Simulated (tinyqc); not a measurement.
Which substrate gives the strongest standing wave: standing waves and exposure in a photoresist film.

Inputs chosen for the exercise:
```
symbol  value  unit          meaning
lam     365    nm            vacuum wavelength
n1      1.678                resist index
A       0.64   1/micrometre  bleachable absorption (Dill A)
B       0.06   1/micrometre  fixed absorption (Dill B)
```

r12 = (N1 - Ns)/(N1 + Ns) with N1 = n1 + i (A + B) lam/(4 pi), lam in micrometres, and Ns = ns + i ks chosen for the exercise, each substrate thick; contrast 2|r|/(1 + |r|^2); the intensity at the interface relative to the forward wave is |1 + r12|^2.

Results:
```
case            ns     ks  |r12|^2  contrast  phase (degrees)  |1 + r12|^2
near W       3.347  2.446   0.2767     0.824           -150.7        0.360
near Al      0.404  4.487   0.8752     0.998           -139.3        0.457
near polySi  4.942  2.572   0.3396     0.870           -163.4        0.223
near Si      6.579  2.661   0.4112     0.909           -169.7        0.149
near Si3N4   2.107  0.000   0.0129     0.224            177.0        0.786
```

What can be read from this table?

The strongest reflector is the case near Al (0.875) and the weakest near Si3N4 (0.0129). The intensity at the interface depends on the phase too: it is lowest for the case near Si (0.149, phase -170 degrees) and highest for near Si3N4 (0.786); a strong reflector with a phase of 180 degrees would put a node there.

Computed by tinyqc, a small Python program: `OMP_NUM_THREADS=1 python tinyqc.py 1651522 1651523 out.jsonl` (the numbers bound the seed that draws the inputs); one thread of a shared host (Intel(R) Xeon(R) Processor @ 2.30GHz), about 0.01 s for the whole set of steps.
